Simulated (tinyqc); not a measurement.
Raising U: Hubbard ring of 5 sites, mean field against exact. Computed by the program tinyqc. Collinear unrestricted mean field (the lowest of 40 random starts) against exact diagonalisation.

one-body matrix (hopping and site energies) (eV):
```
         1        2        3        4        5
1   0.0000  -1.8500   0.0000   0.0000  -1.8500
2  -1.8500   0.0000  -1.8500   0.0000   0.0000
3   0.0000  -1.8500   0.0000  -1.8500   0.0000
4   0.0000   0.0000  -1.8500   0.0000  -1.8500
5  -1.8500   0.0000   0.0000  -1.8500   0.0000
```

electrons, up and down: 3  1

Exact and mean-field results (eV):
```
U            U/t    E exact  E mean field  mean |n_up - n_down|  double occupancy, exact  first gap in the sector
0.9300    0.5027  -9.150967     -9.128726                0.4000                   0.1104                   2.5316
1.8500    1.0000  -8.665695     -8.576726                0.4000                   0.1006                   2.4617
3.7000    2.0000  -7.825158     -7.466726                0.4000                   0.0813                   2.2353
5.5500    3.0000  -7.154194     -6.356726                0.4000                   0.0642                   1.9753
7.4000    4.0000  -6.627765     -5.246726                0.4000                   0.0502                   1.7350
11.1000   6.0000  -5.892675     -4.381430                0.7349                   0.0311                   1.3635
14.8000   8.0000  -5.427382     -4.015418                0.7670                   0.0202                   1.1149
22.2000  12.0000  -4.896110     -3.666542                0.7862                   0.0101                   0.8254
37.0000  20.0000  -4.432054     -3.394800                0.7952                   0.0039                   0.5723
```

What does the comparison show, and why?

In absolute terms mean field is worst at U/t = 6.0, 1.511 eV too high: at small U it is nearly exact, and at large U it still misses the motion of the hole through a fluctuating spin background. Relative to the exact energy its error is 0.2 % at the smallest U, 26 % at most and 23 % at the largest. The double occupancy falls from 0.110 to 0.004.
